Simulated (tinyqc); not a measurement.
# Worked calculation: Joule-heated wire on a substrate, fin equation

Program tinyqc, `OMP_NUM_THREADS=1 python tinyqc.py 2520118 2520119 out.jsonl`; Intel Xeon 2.30GHz, shared host, one thread, about 0.01 s. Printed values are rounded.

A wire of length L loses heat along itself to two contacts and sideways to the substrate: kap A theta'' - g theta + p = 0 with theta = T - T0 and p = p0. The ends are held at T0. Constant conductivity, diffusive heat flow.

Values chosen for this exercise:
```
symbol,value,unit,meaning
T0,350,K,temperature of substrate and contacts
kap,96,W/(m K),conductivity along the wire
A,1900,nm^2,cross-section
g,3,W/(m K),conductance per length to the substrate
L,1400,nm,length between the contacts
Rc,0,K/uW,thermal resistance of each contact
p0,0.16,uW/nm,heating per length
```

## Healing length

LH = sqrt(kap A/g); far from the contacts uniform heating p0 would give theta = p0/g.

LH = 246.577 nm
L/LH = 5.67775
p0/g = 53.3333 K

## The tridiagonal system

Nodes x_i = i h, h = L/8; box widths w_i = h (h/2 at the ends); c = kap A/h; equation of node i: -c theta_(i-1) + d_i theta_i - c theta_(i+1) = b_i with d_i = 2 c + g w_i, b_i = p(x_i) w_i; theta = 0 at the end nodes.

c = 1.04229 uW/K
d, node 1 to 7 (uW/K): [2.60957, 2.60957, 2.60957, 2.60957, 2.60957, 2.60957, 2.60957]
b, node 1 to 7 (uW): [28, 28, 28, 28, 28, 28, 28]

## Temperature rise

Solve -c theta_(i-1) + d_i theta_i - c theta_(i+1) = b_i for nodes 1 to 7, with theta = 0 at nodes 0 and 8.

theta, node 0 to 8 (K): [0.0000, 26.4258, 39.2981, 45.1010, 46.7572, 45.1010, 39.2981, 26.4258, 0.0000]

The hottest node is 4, at 46.76 K above T0; a mesh of 800 steps gives a peak of 47.12 K, so the coarse value is 0.76 % below it. On the fine mesh 65.0 % of the heat leaves through the substrate and the rest through the contacts.

## Closed form at the middle

theta(L/2) = (p0/g)[1 - 1/(cosh(L/(2 LH)) + Rc g LH sinh(L/(2 LH)))], LH = sqrt(kap A/g).

theta(L/2) = 47.1155 K
